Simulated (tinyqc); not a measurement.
Gas flow in a process chamber: flow regimes, conductance, effective pumping speed, pump-down, outgassing and purge. From S_eff in molecular flow back to pipe diameter d. Computed by tinyqc, a small Python program. Command: `OMP_NUM_THREADS=1 python tinyqc.py 3121127 3121128 out.jsonl pump inv`. One thread of a shared host (Intel(R) Xeon(R) Processor @ 2.30GHz), about 0.01 s of CPU time with the checks.

Ideal gas, isothermal flow, a pump of constant speed at the end of a round pipe; process gas, volume gas and outgassing are given the same properties. 1 sccm = 101325 Pa x 1e-6 m^3/60 s x T/273.15 K.

Inputs (values chosen for the exercise, modelled on hydrogen near room temperature):
```
quantity,value,unit
molar mass M,2.016,g/mol
molecular diameter,0.27,nm
temperature T,293,K
chamber volume V,42,L
pipe length l,240,cm
pump speed S,51,L/s
```

Constants: k_B = 1.380649e-23 J/K; u = 1.6605390666e-27 kg.

Method. Mean speed c = sqrt(8 k_B T/(pi m)); aperture conductance C_a = c pi d^2/16; molecular pipe C_m = C_a/(1 + 3 l/(4 d)) (Dushman form); viscous pipe C_v = pi d^4 p_mean/(128 eta l); Knudsen interpolation C = C_v + C_m (1 + x)/(1 + 1.24 x), x = d p_mean sqrt(m/(k_B T))/eta. Effective speed 1/S_eff = 1/S + 1/C_m; time constant V/S_eff; pressure at which the free path k_B T/(sqrt2 pi d_m^2 p) equals d.

Question. A run gave the result below. Find the pipe diameter d, known to lie between 7.7 and 15 cm.

S_eff in molecular flow = 38.90822 L/s

Answer.

Each step takes the trial c = (a f_b - b f_a)/(f_b - f_a), f being the result less the target and a, b, c the logarithms of the listed values; c replaces end b, the old b replaces a if the sign of f changed, and otherwise f_a is halved.

Scan of the range:
```
pipe diameter d (cm),S_eff in molecular flow (L/s)
7.70,31.7011
8.61,35.4772
9.62,38.7723
10.70,41.4467
12.00,43.7948
13.40,45.5757
15.00,46.9807
```

False position (Illinois rule, in the logarithm of the input) inside the bracket:
```
step,end a,end b,trial,S_eff in molecular flow (L/s)
1,9.62000,10.7000,9.67216,38.9199
2,9.62000,9.6722,9.66448,38.8983
3,9.67216,9.6645,9.66800,38.9082
4,9.66448,9.6680,9.66800,38.9082
```

S_eff in molecular flow rises at every point of a 13-point scan of the range (every second point is shown), so one value fits; it is bracketed by 9.62 and 10.7. Answer: pipe diameter d = 9.668 cm.
